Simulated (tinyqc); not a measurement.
Inside a calculation: interface roughness in a thin film (subband fluctuation and scattering). Values are carried at full precision from step to step, so a last printed digit may differ when a step is redone from the rounded ones.

Square well of width t, barriers V0, c = hbar^2/2m0: E1 solves k t + 2 atan[(k/mz)/(kappa/mb)] = pi, k = sqrt(mz E/c), kappa = sqrt(mb (V0 - E)/c). One interface is rough, so the subband edge fluctuates by G dt with G = |dE1/dt| (central difference of 0.01 angstrom; 2 E1/t for hard walls).

Constants: hbar^2/2m0 = 3.80998211 eV angstrom^2; e^2/(4 pi eps0) = 14.39964547 eV angstrom; hbar = 6.58211957e-16 eV s.

Inputs chosen for the exercise (near those of a thin Si channel on (100), two-fold valleys; shifted at random, so the results belong to these values and not to a real crystal): t = 18 angstrom (film thickness); mz = 0.934 m0 (confinement mass); V0 = 2.94 eV (barrier); mb = 0.47 m0 (barrier mass); D = 3.5 angstrom (rms height of the roughness); md = 0.185 m0 (mass in the plane); gv = 2 (valleys); Lc = 54 angstrom (correlation length); Ns = 1.2 x 1e12/cm^2 (sheet density); eps = 7.9 (mean dielectric constant at the channel); Lg = 200 angstrom (gate length); Wg = 150 angstrom (gate width).

## Sensitivity of the level to thickness

Give E1, G, the hard-wall values and the rms fluctuation G D.

E1 = 103.83 meV
G = |dE1/dt| = 10.5244 meV/angstrom

hard walls: E1 (meV) and G (meV/angstrom): 124.260  13.807

G D = 36.84 meV

Hard walls overstate G by a factor 1.31, and the scattering rate, which goes as G^2, by 1.72.

## The angular integrand

Gaussian roughness spectrum S(q) = pi D^2 Lc^2 exp(-q^2 Lc^2/4). Degenerate gas, taken to fill one subband (the second starts to fill once c kF^2/md exceeds E2 - E1, which is not tested here): kF = sqrt(2 pi Ns/gv), q = 2 kF sin(theta/2), 1/tau = (md/(2 pi c hbar)) G^2 times the integral from 0 to pi of S(q)(1 - cos theta)/eps(q)^2 dtheta, eps(q) = 1 + qs/q with screening (qs = gv md q0/(c eps), q0 = e^2/(4 pi eps0), form factors left out, which overstates the screening; other scattering is left out too, so these values lie far above measured mobilities in all but the thinnest films) or 1 without; mobility = tau c2/md with c2 = e/m0 = 1.75882e15 cm^2/(V s^2); 1e12/cm^2 = 1e-4/angstrom^2.

kF, qs, and exp(-q^2 Lc^2/4)(1 - cos theta) without and with the factor 1/eps^2 at theta = 30, 60, ..., 180 degrees.

kF = 0.01942 1/angstrom
qs = 0.1770 1/angstrom

Integrand:
```
theta  q (1/angstrom)   bare  eps(q)  screened
30             0.0101  0.124   18.61  0.000359
60             0.0194  0.380   10.12   0.00371
90             0.0275  0.577    7.45    0.0104
120            0.0336  0.658    6.26    0.0168
150            0.0375  0.669    5.72    0.0205
180            0.0388  0.666    5.56    0.0216
```

kF Lc = 1.05: the spectrum cuts off large angles, and the bare integrand is largest at 150 degrees among these rows.

## Scattering time and mobility

Integrate over theta.

Results:
```
case      integral  tau (fs)  mobility (cm^2/(V s))
bare         1.435     4.774                  45.39
screened   0.03271     209.5                   1991
```

Screening raises the mobility by a factor 43.9. With it kF l = 4.94, so by this rate the carriers are far from localisation. G D = 36.8 meV exceeds EF - E1 = 7.8 meV, though, so the gas breaks into puddles and this rate is not to be trusted.

## Threshold variation

Averaged over an area A = Lg Wg much larger than Lc^2, the thickness varies by D sqrt(pi Lc^2/A), so sigma(Vt) = G D Lc sqrt(pi/A)/e; the Pelgrom coefficient is sigma sqrt(A) (1 micrometre = 1e4 angstrom).

rms of the mean thickness = 1.934 angstrom
sigma(Vt) = 20.355 mV
coefficient = 0.353 mV micrometre

The electrostatic effect of the thickness is left out. Lc is not small against the gate, so the averaging formula overstates the variation.

## Checks

- G from the envelope at the wall, psi(t/2)^2 (E1 + c mz (kappa/mb)^2), against the difference quotient, meV/angstrom: both 10.524.
- Bare integral for Lc -> 0 against pi: both 3.1416.

(tinyqc, `OMP_NUM_THREADS=1 python tinyqc.py 1250387 1250388 out.jsonl`, Intel(R) Xeon(R) Processor @ 2.30GHz, 1 thread, shared host, about 0.01 s.)
